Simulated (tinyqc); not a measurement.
Partial widths from the peak.

Problem. A Breit-Wigner resonance has total width G = GL + GR and peak transmission Tp = 4 GL GR/G^2. GR is known to be the larger. Find GL, GR and the lifetime hbar/G.

Constants: q = 1.602176634e-19 C, hbar = 1.054571817e-34 J s. Results are converted to the units shown.

G = 1.8316949 meV
Tp = 0.90275499

Solution. GL and GR have the sum G and the product Tp G^2/4, so they are (G/2)(1 +/- sqrt(1 - Tp)).

GL = 0.630 meV
GR = 1.20 meV
lifetime = 359 fs

Computed by the program tinyqc: `OMP_NUM_THREADS=1 python tinyqc.py 2600056 2600057 out.jsonl`, one thread of a shared Intel Xeon 2.30GHz, about 0.08 s for the whole run.
